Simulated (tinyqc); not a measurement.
Inside a calculation: heavy doping: gap narrowing, degeneracy and the minority density. Values are carried at full precision from step to step, so a last printed digit may differ when a step is redone from the rounded ones.

Empirical narrowing (Slotboom form, constants chosen for the exercise; published fits of this form give the apparent narrowing, here it is taken as the true one): dEg = E0 [ln(N/N0) + sqrt(ln(N/N0)^2 + C)].

Constants: kB = 8.617333262e-05 eV/K; e^2/(4 pi eps0) = 14.39964547 eV angstrom.

Parameters, chosen for this exercise (gap and densities of states near those of Si at this temperature; narrowing constants near the fits for Si; shifted at random, so the results belong to these values and not to a real crystal):
```
symbol  value     unit    meaning
N       1e+19     1/cm^3  ionised acceptors, equal to the majority density
E0      6.43      meV     narrowing scale
N0      1.3e+17   1/cm^3  onset density
C       0.5               smoothing constant
Nv      1.7e+19   1/cm^3  valence-band density of states
Eg      1.092     eV      gap
Nc      4.29e+19  1/cm^3  conduction-band density of states
T       400       K
eps     11.8              dielectric constant
Mv      1                 majority valleys
```

## Gap narrowing

Evaluate at N.

ln(N/N0) = 4.3428
dEg (empirical fit) = 56.22 meV

Well above N0 each decade of doping adds 2 E0 ln 10 = 29.6 meV.

## Degeneracy of the majority band

F_j(eta) = (1/Gamma(j + 1)) integral_0^infinity x^j dx/(1 + exp(x - eta)), which tends to exp(eta) for eta << 0.

Majority: N = Nv F_1/2(eta), eta the distance of EF beyond the majority band edge in kT. Degeneracy factor gam = F_1/2(eta)/exp(eta). ni0^2 = Nc Nv exp(-Eg/kT); product n p = ni0^2 gam exp(dEg/kT), dEg the true narrowing; apparent narrowing dEa = dEg + kT ln gam; minority density = n p/N.

Solve for eta and form gam.

N/Nv = 0.5882
eta = -0.3243
gam = 0.8136

## Product and minority density

Combine both effects.

ni0 = 3.57e+12 1/cm^3
exp(dEg/kT) = 5.11
dEa = 49.1 meV
sqrt(n p) = 7.27e+12 1/cm^3
minority density = 5.28e+06 1/cm^3

Narrowing multiplies the product by 5.11 and degeneracy by 0.814; together they change the minority density by a factor 4.16 against ni0^2/N.

## Two estimates of the size

Two physical estimates, e2 = e^2/(4 pi eps0), N in 1/angstrom^3: exchange shift at the Fermi level, Ex = (e2/eps) kF/pi with kF = (3 pi^2 N/Mv)^(1/3); screened-pair energy (Lanyon-Tuft), Es = (3/4)(e2/eps) qs with qs^2 = (4 pi e2 N/(eps kT)) F_-1/2(eta)/F_1/2(eta).

Evaluate both at N.

kF = 0.06665 1/angstrom
Ex = 25.89 meV
Es = 55.62 meV

Against the fitted dEg = 56.2 meV, Ex is 0.46 and Es 0.99 times as large; each keeps one mechanism only, and Ex assumes a strongly degenerate gas, while here eta is only -0.32.

## Checks

- Minority density against the Boltzmann occupation of the other band at the narrowed gap (1/cm^3): both 5.285e+06.

tinyqc: `OMP_NUM_THREADS=1 python tinyqc.py 1682661 1682662 out.jsonl`; about 0.01 s, one thread, shared Intel(R) Xeon(R) Processor @ 2.30GHz.
